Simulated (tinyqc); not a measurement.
Hot carriers by balance equations with a heated Maxwellian. Changing the phonon energy hbar w. Computed by tinyqc, a small Python program. Command: `OMP_NUM_THREADS=1 python tinyqc.py 3016827 3016828 out.jsonl hot sweep`. One thread of a shared host (Intel(R) Xeon(R) Processor @ 2.30GHz), about 0.03 s of CPU time with the checks.

The carriers follow a Maxwellian at an electron temperature T_e, slightly displaced; the drift energy is neglected against k_B T_e. The balance averages the rate, not the time, so mu_0 lies below the relaxation-time value.

Inputs (values chosen for the exercise, modelled on electrons in germanium):
```
quantity                                          value       unit
effective mass m                                  0.219        m_0
density rho                                        5323     kg/m^3
sound velocity v_l                                 5160        m/s
acoustic deformation potential D_A                   11         eV
optical or intervalley deformation potential D_o    4.9  1e8 eV/cm
final valleys Z_f                                     3          -
lattice temperature T                               500          K
electric field F                                    1.4      kV/cm
iteration cap                                       300          -
```

Band: parabolic. Solver: Newton.

Constants: k_B = 8.617333262e-05 eV/K; k_B = 1.380649e-23 J/K; e = 1.602176634e-19 C; hbar = 1.054571817e-34 J s; m_0 = 9.1093837015e-31 kg; hbar = 6.582119569e-16 eV s.

Method:
- Parabolic band: E = hbar^2 k^2/(2 m), speed v = hbar k/m, states per spin, volume and energy g(E) = m k/(2 pi^2 hbar^2). Masses are multiplied by m_0 and all formulas are in SI units.
- Phonon occupation N_q = 1/(exp(hbar w/(k_B T)) - 1).
- Acoustic deformation potential (elastic, equipartition, absorption and emission together): 1/tau = 2 pi k_B T D_A^2 g(E)/(hbar rho v_l^2).
- Optical or intervalley deformation potential: 1/tau = (pi Z_f D_o^2/(rho w)) [N_q g(E + hbar w) + (N_q + 1) g(E - hbar w)], with g = 0 below the band edge.
- Averages over the Maxwellian, <y> = int y x^(1/2) exp(-x) dx / int x^(1/2) exp(-x) dx with x = E/(k_B T_e), split at x_0 = hbar w/(k_B T_e): 64 Gauss-Legendre points in sqrt(x) below it and 128 in sqrt(x - x_0) above it, up to x = 32. Momentum balance: mu(T_e) = e/(m nu), nu = <x (sum of rates)>/<x>. Power lost per carrier: P(T_e) = hbar w <emission rate - absorption rate> + <(2 m v_l^2/(k_B T)) (E - 2 k_B T) acoustic rate>.
- Energy relaxation time at weak heating: tau_E = (3/2) k_B / (dP/dT_e), the derivative by a central difference of +/- 0.5 K at T_e = T.
- Newton: h(T_e) = P - e mu F^2, T_new = T_e - h/h', with h' by a central difference of +/- 0.5 K, limited to the range T to 3 T_e.
- Start at T_e = 1.5 T; stop when T_e moves by less than 1e-6 K or exceeds 1e6 K.
- v = mu(T_e) F; warm-carrier coefficient (mu/mu_0 - 1)/F^2.

One run for each value; columns: (1) phonon energy hbar w (meV); (2) drift velocity (1e7 cm/s); (3) electron temperature T_e (K); (4) energy relaxation time tau_E (ps):
```
(1)      (2)     (3)     (4)
15   0.04525  508.92  1.8069
21   0.07165  514.62  1.8627
29   0.10065  521.62  1.9562
40   0.12740  529.66  2.1199
56   0.14824  539.39  2.4346
78   0.16030  552.31  3.0440
110  0.16489  574.85  4.4373
150  0.16295  613.32  7.5427
```

Describe the trends.

Over the rows, drift velocity (1e7 cm/s) goes from 0.0453 through a maximum among these rows, 0.165 at 110, to 0.163; electron temperature T_e (K) rises from 509 to 613 (exponent d ln y / d ln x 0.033 between the first rows and 0.21 between the last); energy relaxation time tau_E (ps) rises from 1.81 to 7.54 (exponent d ln y / d ln x 0.090 between the first rows and 1.7 between the last).

Extremes, crossings and ranges named in words are read from the listed rows.
